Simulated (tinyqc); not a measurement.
From results back to parameters: band edges of strained Si(1-x)Ge(x) on relaxed Si(1-y)Ge(y). Four cases, with inputs chosen for the exercise.

Problem. A layer on a (001) buffer has its Delta valleys split into the four in the plane and the two along z: E(Delta4) - E(Delta2) = XuD (e_par - e_perp), e_perp = -2 (C12/C11) e_par, e_par = (a(y) - a(x))/a(x). The splitting is given; find the strain and the Ge fraction y of the buffer.

Values are linear in the Ge fraction but for ED(x) = linear - CD x (1 - x) and a(x) = linear - Ca x (1 - x). Energies are on the common scale of Ev.

Case 1.

Values chosen (end members near Si and Ge, in this order; not measured data): a = (5.427, 5.654) angstrom (lattice constant); Ca = 0.027 angstrom (bowing of the lattice constant); XuD = (8.81, 9.39) eV (uniaxial potential, Delta); C11 = (166, 129.7) GPa; C12 = (64, 48.6) GPa; x = 0.51 (Ge fraction of the layer).

E(Delta4) - E(Delta2) = -0.315855 eV

Case 2.

Values chosen (end members near Si and Ge, in this order; not measured data): a = (5.43, 5.655) angstrom (lattice constant); Ca = 0 angstrom (bowing of the lattice constant); XuD = (9.49, 9.43) eV (uniaxial potential, Delta); C11 = (166, 128.9) GPa; C12 = (63.5, 48.9) GPa; x = 0 (Ge fraction of the layer).

E(Delta4) - E(Delta2) = 0.291513 eV

Case 3.

Values chosen (end members near Si and Ge, in this order; not measured data): a = (5.426, 5.665) angstrom (lattice constant); Ca = 0 angstrom (bowing of the lattice constant); XuD = (8.9, 9.31) eV (uniaxial potential, Delta); C11 = (166.5, 128.1) GPa; C12 = (64.4, 48.8) GPa; x = 1 (Ge fraction of the layer).

E(Delta4) - E(Delta2) = -0.276815 eV

Case 4.

Values chosen (end members near Si and Ge, in this order; not measured data): a = (5.437, 5.656) angstrom (lattice constant); Ca = 0 angstrom (bowing of the lattice constant); XuD = (9.22, 9.33) eV (uniaxial potential, Delta); C11 = (165.6, 127.2) GPa; C12 = (63.8, 48.2) GPa; x = 0.33 (Ge fraction of the layer).

E(Delta4) - E(Delta2) = -0.214561 eV

Find: e_par; a(y); y.

Solution. e_par = splitting/(XuD (1 + 2 C12/C11)) with the values at x; a(y) = a(x)(1 + e_par); a(y) rises steadily with y, so one root lies in the range.

Case 1.

e_par = -0.01969
a(y) = 5.4270 angstrom
y = 0

Case 2.

e_par = 0.01740
a(y) = 5.5245 angstrom
y = 0.420

Case 3.

e_par = -0.01688
a(y) = 5.5694 angstrom
y = 0.600

Case 4.

e_par = -0.01312
a(y) = 5.4370 angstrom
y = 0

Computed by tinyqc, one run a case: `OMP_NUM_THREADS=1 python tinyqc.py N N+1 out.jsonl` with N = 1051597, 1080106, 1080148, 1080196; one thread of a shared Intel(R) Xeon(R) Processor @ 2.30GHz, about 0.02 s a run at most.
